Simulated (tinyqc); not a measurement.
Temperatures in a stack of 2 dies with leakage feedback: one step of the calculation.

One-dimensional heat flow to a sink below die 0. The power of each die is released in a plane at its top; from the plane of die j > 0 heat crosses its silicon (ts), a bond layer and the wiring of die j - 1; from die 0 it crosses t0, paste and sink. Copper shares the path through bond and wiring in parallel: k_eff = fm km + (1 - fm) k. Silicon is taken at the temperature of the plane above it. Leakage is P_l exp((T - 350 K)/Tl).

Question. Resistances per area at 300 K. R = thickness/conductivity for each layer.

Inputs (values chosen for the exercise); conductivities of the order met in silicon, wiring layers, bonds and pastes:
```
symbol  value      unit                                       meaning
k0        140   W/(m K)              conductivity of silicon at 300 K
ts         20        um                    thickness of a thinned die
t0        500        um         thickness of the die next to the sink
tb         14        um                thickness of the wiring layers
kb        3.3   W/(m K)             conductivity of the wiring layers
tg         20        um                     thickness of a bond layer
kg        0.9   W/(m K)           conductivity of the bond dielectric
fm        0.1            area share of copper through bond and wiring
km        390   W/(m K)                        conductivity of copper
Rt       0.25  K cm^2/W                                 paste and lid
Rs       0.68  K cm^2/W                                     heat sink
```

Wanted: thick die; thinned die; k_eff of the bond; k_eff of the wiring; bond plus wiring; paste plus sink.

Answer.

thick die = 0.035714 K cm^2/W
thinned die = 0.0014286 K cm^2/W
k_eff of the bond = 39.810 W/(m K)
k_eff of the wiring = 41.970 W/(m K)
bond plus wiring = 0.0083596 K cm^2/W
paste plus sink = 0.93000 K cm^2/W

Computed by the program tinyqc: `OMP_NUM_THREADS=1 python tinyqc.py 2162244 2162245 out.jsonl`, one thread of a shared Intel Xeon 2.30GHz, about 0.03 s for the whole run.
